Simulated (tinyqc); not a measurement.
Inside a calculation: six-band Luttinger-Kohn model with strain. Values are carried at full precision from step to step, so a last printed digit may differ when a step is redone from the rounded ones.

Constants: hbar^2/2m0 = 3.80998211 eV angstrom^2.

Inputs chosen for the exercise (near those of AlAs; not measured data): C11 = 126.6 GPa; C12 = 56.4 GPa; C44 = 55.3 GPa; load = uniaxial [100] (kind of stress); X = -2.01 GPa (stress); Dso = 0.277 eV (spin-orbit splitting); g1 = 3.72 (Luttinger gamma1); g2 = 0.82 (gamma2); g3 = 1.41 (gamma3); av = 2.35 eV (valence hydrostatic potential); b = -2.31 eV (tetragonal shear potential); d = -3.22 eV (trigonal shear potential); k = (0.007, 0.057, 0) 1/angstrom (wave vector); kmax = 0.1 1/angstrom (end of the path).

## Strain from a uniaxial [100] stress

s11 = (C11 + C12)/((C11 - C12)(C11 + 2 C12)), s12 = -C12/((C11 - C12)(C11 + 2 C12)), s44 = 1/C44; exx = s11 sxx + s12 (syy + szz) and cyclic, exy = s44 sxy/2; tension is positive. A uniaxial stress X along the unit vector n is s_ij = X n_i n_j.

s11, s12, s44 (1/TPa): [10.8890, -3.3560, 18.0832]

strain tensor, rows x, y, z and columns alike:
$$\begin{pmatrix}
-0.021887 & 0.000000 & 0.000000 \\
0.000000 & 0.006745 & 0.000000 \\
0.000000 & 0.000000 & 0.006745
\end{pmatrix}$$

The volume changes by -0.840 %; there is no shear in the cubic axes, so d does not enter.

## The terms P, Q, R, S at one k

P = c g1 k^2 - av tr(e); Q = c g2 (kx^2 + ky^2 - 2 kz^2) - (b/2)(exx + eyy - 2 ezz); R = c sqrt3 [-g2 (kx^2 - ky^2) + 2i g3 kx ky] + (sqrt3/2) b (exx - eyy) - i d exy; S = 2 c sqrt3 g3 (kx - i ky) kz - d (exz - i eyz); c = hbar^2/2m0, e the strain tensor (not engineering shear).

Form the four terms.

Terms (eV):
```
term            from k  from strain
P              0.04674      0.01973
Q              0.01030     -0.03307
R     0.01732+0.00743i      0.05728
S              0.00000      0.00000
```

## The Hamiltonian

Six-band Luttinger-Kohn model in the basis |3/2,3/2>, |3/2,1/2>, |3/2,-1/2>, |3/2,-3/2>, |1/2,1/2>, |1/2,-1/2>, electron energies, zero at the top of the unstrained valence band. H = -[rows: (P+Q, -S, R, 0, -S/r2, r2 R); (-S*, P-Q, 0, R, -r2 Q, r32 S); (R*, 0, P-Q, S, r32 S*, r2 Q); (0, R*, S*, P+Q, -r2 R*, -S*/r2); (-S*/r2, -r2 Q, r32 S, -r2 R, P+Dso, 0); (r2 R*, r32 S*, r2 Q, -S/r2, 0, P+Dso)], r2 = sqrt(2), r32 = sqrt(3/2). Levels are twofold.

Each term is the sum of its two parts.

H(k) (eV), rows 3/2,3/2, 3/2,1/2, 3/2,-1/2, 3/2,-3/2, 1/2,1/2, 1/2,-1/2 and columns alike:
$$\begin{pmatrix}
-0.0437 & 0 & -0.0746-0.0074i & 0 & 0 & -0.1055-0.0105i \\
0 & -0.0892 & 0 & -0.0746-0.0074i & -0.0322 & 0 \\
-0.0746+0.0074i & 0 & -0.0892 & 0 & 0 & 0.0322 \\
0 & -0.0746+0.0074i & 0 & -0.0437 & 0.1055-0.0105i & 0 \\
0 & -0.0322 & 0 & 0.1055+0.0105i & -0.3435 & 0 \\
-0.1055+0.0105i & 0 & 0.0322 & 0 & 0 & -0.3435
\end{pmatrix}$$

## Levels and their make-up

Diagonalise H. The weights add +m and -m and are averaged over each pair; m is taken along z.

levels from the top, each twofold (eV): [0.0408, -0.1398, -0.3774]

weights, rows |3/2,+-3/2>, |3/2,+-1/2>, |1/2,+-1/2>; columns top, second, third:
$$\begin{pmatrix}
0.648 & 0.264 & 0.088 \\
0.281 & 0.718 & 0.001 \\
0.071 & 0.018 & 0.911
\end{pmatrix}$$

The top pair is 65 % |3/2,+-3/2>, the second pair is 72 % |3/2,+-1/2> and the third pair is 91 % |1/2,+-1/2>.

## Band edges at k = 0
Diagonalise H at k = 0. The weights add +m and -m (m along z) and are averaged over each pair.

edges from the top (eV): [0.0703, -0.0859, -0.3206]

weights at k = 0, rows |3/2,+-3/2>, |3/2,+-1/2>, |1/2,+-1/2>; columns top, second, third:
$$\begin{pmatrix}
0.704 & 0.250 & 0.046 \\
0.235 & 0.750 & 0.015 \\
0.061 & 0.000 & 0.939
\end{pmatrix}$$

The stress splits the top two pairs by 156.1 meV, 6.04 times kT at 300 K (25.85 meV); the third lies 390.8 meV below the top, against Dso = 277 meV without stress.

## Polarisation of the edge transitions

In the basis X, Y, Z times spin, H(k = 0) has -Dso/3 + l exx + m (eyy + ezz) on the diagonal (cyclic) and n exy off it, l = av + 2 b, m = av - b, n = sqrt(3) d. Spin-orbit term (Dso/3) L.sigma on X, Y, Z with (L_k)_ij = -i epsilon_kij: <X+|H|Y+> = -i Dso/3, <X+|H|Z-> = Dso/3, <Y+|H|Z-> = -i Dso/3, <Z+|H|X-> = -Dso/3, <Z+|H|Y-> = i Dso/3, <X-|H|Y-> = i Dso/3, and their conjugates; + and - are the spin along z. The strength of a transition to an s-like conduction level for light polarised along the unit vector u is the weight of the orbital ux X + uy Y + uz Z in the valence state, summed over spin and averaged over the pair.

strain block of X, Y, Z (eV), rows X, Y, Z and columns alike:
$$\begin{pmatrix}
0.11255 & 0 & 0 \\
0 & -0.08587 & 0 \\
0 & 0 & -0.08587
\end{pmatrix}$$

Relative strengths:
```
polarisation    top  second  third
[100]         0.872   0.000  0.128
[010]         0.064   0.500  0.436
[001]         0.064   0.500  0.436
[110]         0.468   0.250  0.282
[1-10]        0.468   0.250  0.282
[111]         0.333   0.333  0.333
```

The top pair is strongest for light along [100] (0.872) and weakest along [010] and [001] (0.064); without strain every direction has 1/3 on average over the fourfold top. For each polarisation the three pairs add up to 1.

## Hole masses at the edges

Curvature at k = 0: m/m0 = -2 c h^2/(E(h u) + E(-h u) - 2 E(0)) with h = 0.0002 1/angstrom along the unit vector u.

Hole masses (m0):
```
direction    top  second  third
[110]      0.228   0.302  0.288
[1-10]     0.228   0.302  0.288
[100]      0.157   0.481  0.369
[001]      0.418   0.220  0.237
```

Of the directions listed, the top pair is lightest along [100] (0.157) and heaviest along [001] (0.418). These masses hold only for hole energies well below the splitting of 156 meV.

## Bands along [100] and [001]

Six points from 0 to kmax in each direction.

Levels (eV):
```
direction  |k| (1/angstrom)      top   second    third  top, no stress  second, no stress
[100]                 0.000   0.0703  -0.0859  -0.3206          0.0000             0.0000
[100]                 0.020   0.0606  -0.0890  -0.3247         -0.0032            -0.0081
[100]                 0.040   0.0317  -0.0986  -0.3374         -0.0127            -0.0319
[100]                 0.060  -0.0156  -0.1144  -0.3592         -0.0285            -0.0696
[100]                 0.080  -0.0798  -0.1366  -0.3919         -0.0507            -0.1179
[100]                 0.100  -0.1577  -0.1651  -0.4386         -0.0792            -0.1725
[001]                 0.000   0.0703  -0.0859  -0.3206          0.0000             0.0000
[001]                 0.020   0.0666  -0.0927  -0.3271         -0.0032            -0.0081
[001]                 0.040   0.0559  -0.1129  -0.3472         -0.0127            -0.0319
[001]                 0.060   0.0384  -0.1445  -0.3831         -0.0285            -0.0696
[001]                 0.080   0.0145  -0.1848  -0.4380         -0.0507            -0.1179
[001]                 0.100  -0.0155  -0.2307  -0.5152         -0.0792            -0.1725
```

## Checks

- Levels against the same model in the basis X, Y, Z times spin: they agree to 1e-10 or better.

(tinyqc, `OMP_NUM_THREADS=1 python tinyqc.py 1050982 1050983 out.jsonl`, Intel(R) Xeon(R) Processor @ 2.30GHz, 1 thread, shared host, about 0.03 s.)
